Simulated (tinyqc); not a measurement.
# p-n heterojunction, non-linear Poisson equation by Newton steps, Fermi-Dirac statistics: two studies

One dimension, material 1 (p-type) at x < 0 and material 2 (n-type) at x > 0. Band edges: Ec = -psi in material 1 and -psi + dEc in material 2, Ev = Ec - Eg. Flat quasi-Fermi levels: 0 for holes, +V for electrons. n = Nc F((EFn - Ec)/Vt), p = Nv F((Ev - EFp)/Vt), with F(eta) = F_1/2(eta) = (2/sqrt(pi)) int_0^infinity sqrt(u) du/(1 + exp(u - eta)) (Fermi-Dirac statistics); full ionisation, no interface charge, classical densities; the doping types are chosen for the exercise.

Parameters, values chosen for the exercise; band and dielectric values close to those of crystalline and amorphous silicon:
- T = 400 K (temperature)
- Eg1 = 1.13 eV (band gap of material 1)
- er1 = 11.6 (relative permittivity of material 1)
- Nc1 = 4.3e19 cm^-3 (conduction-band density of states of material 1)
- Nv1 = 4.02e19 cm^-3 (valence-band density of states of material 1)
- Eg2 = 1.73 eV (band gap of material 2)
- er2 = 12 (relative permittivity of material 2)
- Nc2 = 1.55e20 cm^-3 (conduction-band density of states of material 2)
- Nv2 = 1.54e20 cm^-3 (valence-band density of states of material 2)
- dEc = 0.15 eV (conduction-band offset Ec2 - Ec1)
- N1 = 1.7e16 cm^-3 (acceptor density of material 1)
- N2 = 2.4e16 cm^-3 (donor density of material 2)
- V = -0.9 V (bias of side 1 against side 2)

Constants: q = 1.602176634e-19 C, kB = 1.380649e-23 J/K, Vt = kB T/q, eps0 = 8.8541878128e-14 F/cm where lengths are in cm. Results are converted to the units shown.

Each table varies one quantity; the others keep the values above.

## Effect of the donor density of material 2

Exact first integral: on each side D^2/(2 eps0 er) = G, G = q [Vt (nI_j - nI_b) + Vt (pI_j - pI_b) - C (psi_j - psi_b)], with C = -N1 or +N2, b the neutral end of that side, and nI, pI the densities with F_1/2 replaced by F_3/2(eta) = (4/(3 sqrt(pi))) int_0^infinity u^(3/2) du/(1 + exp(u - eta)). D is continuous, so er1 G1(psi_j) = er2 G2(psi_j) fixes psi_j. Ends from Nv1 F((-psi_L - Eg1)/Vt) = N1 and Nc2 F((V + psi_R - dEc)/Vt) = N2. D is counted positive when psi rises towards material 2. Depletion (Anderson) capacitance C^2 = q eps0 er1 er2 N1 N2/(2 (er1 N1 + er2 N2)(psi_R - psi_L)). -dD/dV is the change of the displacement at the interface with both quasi-Fermi levels flat; it is the terminal capacitance only while neither side holds an inversion layer. n_j and p_j are densities at the interface.

Result of one run:
```
N2 (cm^-3),psi_R - psi_L (V),psi_j - psi_L (V),psi_R - psi_j (V),D/q (cm^-2),n_j in 1 (cm^-3),p_j in 2 (cm^-3),-dD/dV (nF/cm^2),depletion C (nF/cm^2)
4.8e17,1.713,1.600,0.1135,7.148e11,3.836e17,9.753e-10,13.29,28.10
```

What becomes of these results when the donor density of material 2 N2 is changed from 4.8e17 to 1.2e15 cm^-3, all else the same?

Result of the changed run:
```
N2 (cm^-3),psi_R - psi_L (V),psi_j - psi_L (V),psi_R - psi_j (V),D/q (cm^-2),n_j in 1 (cm^-3),p_j in 2 (cm^-3),-dD/dV (nF/cm^2),depletion C (nF/cm^2)
1.2e15,1.507,0.1316,1.375,1.461e11,0.1226,3.062e9,8.123,7.949
```

The whole series:
```
N2 (cm^-3),psi_R - psi_L (V),psi_j - psi_L (V),psi_R - psi_j (V),D/q (cm^-2),n_j in 1 (cm^-3),p_j in 2 (cm^-3),-dD/dV (nF/cm^2),depletion C (nF/cm^2)
1.2e15,1.507,0.1316,1.375,1.461e11,0.1226,3.062e9,8.123,7.949
2.8e15,1.536,0.2480,1.288,2.157e11,3.588,1.046e8,11.78,11.51
6.6e15,1.565,0.4632,1.102,3.057e11,1849,2.029e5,16.37,16.00
1.6e16,1.596,0.7877,0.8081,4.052e11,2.266e7,16.56,21.26,20.79
3.7e16,1.625,1.112,0.5130,4.846e11,2.744e11,0.001368,24.95,24.42
8.7e16,1.654,1.368,0.2865,5.393e11,4.604e14,8.151e-7,27.12,26.67
2e17,1.683,1.520,0.1627,5.838e11,3.844e16,9.761e-9,23.54,27.71
4.8e17,1.713,1.600,0.1135,7.148e11,3.836e17,9.753e-10,13.29,28.10
```

As N2 goes from 1.2e15 to 4.8e17, the total bending rises from 1.51 to 1.71 V and the sheet charge D/q rises from 1.46e11 to 7.15e11 cm^-2; the share of the bending in material 1 rises from 8.74 to 93.4 %. The capacitance departs most from the depletion formula at N2 = 4.8e17, where it is 53 % below it, and there the electrons at the interface in material 1 outnumber its acceptors: an inversion layer has formed.

## Effect of the acceptor density of material 1

Same model as above.

Effect of the acceptor density of material 1:
```
N1 (cm^-3),psi_R - psi_L (V),psi_j - psi_L (V),psi_R - psi_j (V),D/q (cm^-2),n_j in 1 (cm^-3),p_j in 2 (cm^-3),-dD/dV (nF/cm^2),depletion C (nF/cm^2)
8.5e14,1.507,1.397,0.1096,1.561e11,2.152e16,1.744e-8,2.883,6.700
2e15,1.536,1.384,0.1516,1.935e11,6.353e15,5.907e-8,7.920,9.957
4.7e15,1.566,1.293,0.2729,2.755e11,1.884e14,1.992e-6,14.64,14.41
1.1e16,1.595,1.092,0.5030,3.862e11,2.379e11,0.001578,20.27,19.83
2.6e16,1.624,0.7943,0.8302,5.033e11,1.793e7,20.93,25.92,25.36
6.1e16,1.654,0.4930,1.161,5.988e11,1220,3.077e5,30.27,29.63
1.4e17,1.683,0.2775,1.405,6.605e11,1.025,3.660e8,32.79,32.11
3.4e17,1.713,0.1459,1.567,6.985e11,0.009266,4.050e10,33.99,33.34
```

As N1 goes from 8.5e14 to 3.4e17, the total bending rises from 1.51 to 1.71 V and the sheet charge D/q rises from 1.56e11 to 6.99e11 cm^-2; the share of the bending in material 1 falls from 92.7 to 8.52 %. The capacitance departs most from the depletion formula at N1 = 8.5e14, where it is 57 % below it, and there the electrons at the interface in material 1 outnumber its acceptors: an inversion layer has formed.

Computed by the program tinyqc: `OMP_NUM_THREADS=1 python tinyqc.py 2040155 2040156 out.jsonl`, one thread of a shared Intel Xeon 2.30GHz, about 0.2 s for the whole run.
